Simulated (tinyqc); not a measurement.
Octagonal on-chip spiral inductor, lumped pi model: two steps of the calculation.

Outer diameter do = di + 2 n wd + 2 (n - 1) sp, mean da = (do + di)/2, fill p = (do - di)/(do + di), length l = 3.314 n da. L = 2.25 mu0 n^2 da/(1 + 3.55 p), mu0 = 4 pi 1e-7 H/m. Rs = rho l/(wd delta (1 - exp(-th/delta))), delta = sqrt(rho/(pi f mu0)). Cs = n wd^2 eps0 eo/hu across the coil. At each end Cox = l wd eps0 eo/(2 ho) leads to the substrate branch Rsi = 2 rs he/(l wd) in parallel with Csi = l wd eps0 11.7/(2 he). With one end grounded Y = 1/(Rs + i w L) + i w Cs + 1/[1/(i w Cox) + 1/(1/Rsi + i w Csi)], w = 2 pi f; Q = -Im Y/Re Y. Eddy currents in neighbouring turns and in the substrate are left out.

Inputs (values chosen for the exercise); values of the order met in silicon radio-frequency processes: number of turns n = 1.5; line width wd = 20 um; space between turns sp = 3 um; inner diameter di = 80 um; metal thickness th = 3 um; metal resistivity rho = 2.2 uohm cm; oxide below the coil ho = 4.2 um; oxide between coil and underpass hu = 1.3 um; relative permittivity of the oxide eo = 3; substrate resistivity rs = 100 ohm cm; effective spreading depth in the substrate he = 50 um; frequency f = 2.6 GHz.

Constants: eps0 = 8.8541878128e-12 F/m. Results are converted to the units shown.

Problem 1. Geometry and model elements. do, l, L, delta, Rs, Cs, Cox, Rsi and Csi as defined.

Find: do; l; L; delta; Rs; Cs; Cox; Rsi; Csi.

Solution 1.

do = 143.0 um
l = 554.3 um
L = 0.3542 nH
delta = 1.464 um
Rs = 0.4780 ohm
Cs = 12.26 fF
Cox = 35.05 fF
Rsi = 9021 ohm
Csi = 11.48 fF

Problem 2. Admittance, quality factor and apparent inductance. Series branch 1/(Rs + i w L), substrate branch, total Y, Q = -Im Y/Re Y, apparent inductance Im(1/Y)/w, metal-only value w L/Rs, share of the loss in the substrate Re(substrate branch)/Re Y.

L = 0.35415004 nH
Rs = 0.47804629 ohm
Cs = 12.259645 fF
Cox = 35.054141 fF
Rsi = 9020.9313 ohm
Csi = 11.483736 fF

Find: series branch; substrate branch; Y; Q; apparent inductance; w L/Rs; share of the loss in the substrate.

Solution 2.

series branch = 14.2-171.7i mS
substrate branch = 0.0616+0.1503i mS
Y = 14.2-171.3i mS
Q = 12.03
apparent inductance = 0.3548 nH
w L/Rs = 12.10
share of the loss in the substrate = 0.4323 %

Q is 99.4 % of the metal-only value.

Computed by the program tinyqc: `OMP_NUM_THREADS=1 python tinyqc.py 2302131 2302132 out.jsonl`, one thread of a shared Intel Xeon 2.30GHz, about 0.01 s for the whole run.
